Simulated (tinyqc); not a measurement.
Ellipsoidal valleys in the axes of a wafer and a channel, step by step. Values are carried at full precision from step to step, so a last printed digit may differ when a step is redone from the rounded ones.

Valleys with axes a along [111], [1-1-1], [-11-1] and [-1-11], one whole valley each; inverse mass tensor w = 1/mt + (1/ml - 1/mt) a a. Device axes: z = nz/|nz|, x = nx/|nx|, y = z cross x; in them a = (ax, ay, az). Confinement mass mz = 1/w_zz. In the plane w_ij is replaced by u_ij = w_ij - w_iz w_jz/w_zz (i, j = x, y); density-of-states mass md = 1/sqrt(det u); conductivity mass along x mc = 1/u_xx; ballistic transport mass mx = u_yy/det u, width mass my = 1/u_yy.

Constants: hbar^2/2m0 = 3.80998211 eV angstrom^2; kB = 8.617333262e-05 eV/K.

Values chosen for the exercise (near those of the L valleys of Ge; not measured data):
- ml = 1.575 m0 (longitudinal mass)
- mt = 0.082 m0 (transverse mass)
- nz = (1, 1, 1) (surface normal (confinement))
- nx = (1, -1, 0) (channel direction)
- t = 8.5 nm (thickness of the film)
- T = 300 K (temperature)

## Device axes and valley axes

Give the rows x, y, z in cubic components and each valley axis in device components.

device axes:
```
    [100]    [010]    [001]
x  0.7071  -0.7071   0.0000
y  0.4082   0.4082  -0.8165
z  0.5774   0.5774   0.5774
```

valley axes:
```
              ax       ay       az
[111]     0.0000   0.0000   1.0000
[1-1-1]   0.8165   0.4714  -0.3333
[-11-1]  -0.8165   0.4714  -0.3333
[-1-11]   0.0000  -0.9428  -0.3333
```

## Tensors of the valley [-1-11]

Form w and the reduced tensor u.

w (1/m0):
```
         x        y        z
x  12.1951   0.0000   0.0000
y   0.0000   1.9194  -3.6330
z   0.0000  -3.6330  10.9107
```

u (1/m0):
```
         x       y
x  12.1951  0.0000
y   0.0000  0.7097
```

The axis is tilted against the normal, so w_xz or w_yz is not zero and the reduction changes the masses in the plane.

## Masses of all valleys

Give mz, md, mc, mx and my.

Masses (m0):
```
valley       mz      md      mc      mx      my
[111]    1.5750  0.0820  0.0820  0.0820  0.0820
[1-1-1]  0.0917  0.3399  0.2792  1.0773  0.1073
[-11-1]  0.0917  0.3399  0.2792  1.0773  0.1073
[-1-11]  0.0917  0.3399  0.0820  0.0820  1.4091
```

mz md^2 = ml mt^2 = 0.01059 for every valley, so a heavy confinement mass comes with a small density of states. The heaviest mz is 1.575, for [111].

## Subbands and shares in a film

Hard walls: E_n = c (n pi/t)^2/mz, c = hbar^2/2m0, n = 1, 2, 3. Non-degenerate share of a valley proportional to md sum_n exp(-E_n/kT); mean 1/mc = sum of share/mc. 1 nm = 10 angstrom.

Give the ladders, the shares and the mean conductivity mass.

Subbands:
```
valley   E1 (meV)  E2 (meV)  E3 (meV)  share
[111]         3.3      13.2      29.7  0.565
[1-1-1]      56.8     227.1     511.1  0.145
[-11-1]      56.8     227.1     511.1  0.145
[-1-11]      56.8     227.1     511.1  0.145
```

mean mc = 0.1031 m0

The lowest ladder ([111]) holds 56 % of the electrons in these valleys, the next starts 53 meV higher. With E3 - E1 below about 3 kT, three subbands are too few and the shares are approximate.

## Checks

- mz md^2 against ml mt^2: they agree to 1e-10 or better.
- mx my against md^2: they agree to 1e-10 or better.

tinyqc: `OMP_NUM_THREADS=1 python tinyqc.py 1850481 1850482 out.jsonl`; about 0.01 s, one thread, shared Intel(R) Xeon(R) Processor @ 2.30GHz.
